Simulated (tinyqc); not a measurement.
Changing the depletion charge N_dep: inversion-layer mobility, back-scattering and ballistic limit of a field-effect transistor. Computed by tinyqc, a small Python program. Command: `OMP_NUM_THREADS=1 python tinyqc.py 3028955 3028956 out.jsonl mos sweep`. One thread of a shared host (Intel(R) Xeon(R) Processor @ 2.30GHz), about 0.01 s of CPU time with the checks.

The charge at the top of the source barrier is fixed by the gate; series resistance and short-channel effects are left out. F_j are Fermi integrals normalised to exp(eta) in the classical limit.

Inputs (values chosen for the exercise, modelled on a germanium p-channel):
```
quantity                                     value        unit
transport mass m                              0.21         m_0
valley degeneracy g_v                            1           -
weight w of the inversion charge             0.333           -
permittivity eps                                16           -
phonon mobility at 1 MV/cm and 300 K, mu_ph    270  cm^2/(V s)
roughness mobility at 1 MV/cm, mu_sr           360  cm^2/(V s)
Coulomb mobility at N_inv = 1e12/cm^2, mu_C    410  cm^2/(V s)
electrical oxide thickness t_inv               2.5          nm
gate overdrive V_G - V_T                      0.11           V
drain voltage V_D                             0.87           V
channel length L                               270          nm
exponent a of the critical length             0.61           -
temperature T                                  300           K
```

Statistics at the top of the barrier: non-degenerate.

Constants: eps_0 = 8.8541878128e-12 F/m; e = 1.602176634e-19 C; m_0 = 9.1093837015e-31 kg; k_B = 1.380649e-23 J/K; hbar = 1.054571817e-34 J s; k_B = 8.617333262e-05 eV/K.

Method:
- N_inv = 3.9 eps_0 (V_G - V_T)/(e t_inv); effective field E_eff = e (N_dep + w N_inv)/(eps eps_0).
- mu_phonon = mu_ph (E_eff/1 MV/cm)^(-0.3) (T/300 K)^(-1.75); mu_rough = mu_sr (E_eff/1 MV/cm)^(-2); mu_Coulomb = mu_C (N_inv/1e12 cm^-2) (T/300 K); Matthiessen's rule adds 1/mu.
- Non-degenerate: every F_j(eta) is replaced by exp(eta).
- Ballistic channel: N_2D = g_v m k_B T/(pi hbar^2), U = e V_D/(k_B T); eta_F solves N_inv = (N_2D/2)[F_0(eta_F) + F_0(eta_F - U)]; v_T = sqrt(2 k_B T/(pi m)); I/W = e (N_2D/2) v_T [F_1/2(eta_F) - F_1/2(eta_F - U)]; injection velocity v_T F_1/2(eta_F)/F_0(eta_F).
- Mean free path lambda = (2 k_B T/e)(mu/v_T) F_0(eta_0)/F_-1/2(eta_0), with eta_0 from N_inv = N_2D F_0(eta_0); critical length l = L (1 + U)^(-a), an empirical rule; back-scattering r = l/(l + lambda). Then eta solves N_inv = (N_2D/2)[(1 + r) F_0(eta) + (1 - r) F_0(eta - U)] and I/W = e (N_2D/2) v_T (1 - r)[F_1/2(eta) - F_1/2(eta - U)].
- Ballistic ratio: I over the ballistic current. Apparent mobility 1/(1/mu + 1/mu_B), mu_B = mu L/lambda.

One run for each value; columns: (1) depletion charge N_dep (1/cm^2); (2) effective mobility mu (cm^2/(V s)); (3) effective field E_eff (MV/cm); (4) current I/W (microampere/micrometre):
```
(1)          (2)      (3)     (4)
5.00e+10  249.93  0.04137  26.854
1.00e+11  246.41  0.04702  26.531
2.10e+11  239.81  0.05946  25.924
4.40e+11  229.19  0.08548  24.937
9.10e+11  214.01  0.13863  23.503
1.90e+12  192.62  0.25059  21.436
3.90e+12  162.10  0.47678  18.389
8.00e+12  115.41  0.94047  13.493
```

Over the rows, effective mobility mu (cm^2/(V s)) falls from 250 to 115 (exponent d ln y / d ln x -0.020 between the first rows and -0.47 between the last); effective field E_eff (MV/cm) rises from 0.0414 to 0.940 (exponent d ln y / d ln x 0.18 between the first rows and 0.95 between the last); current I/W (microampere/micrometre) falls from 26.9 to 13.5 (exponent d ln y / d ln x -0.017 between the first rows and -0.43 between the last).

Caution (all rows): the current exceeds the long-channel drift law, so the empirical rule for l, meant for short channels, is too generous here.
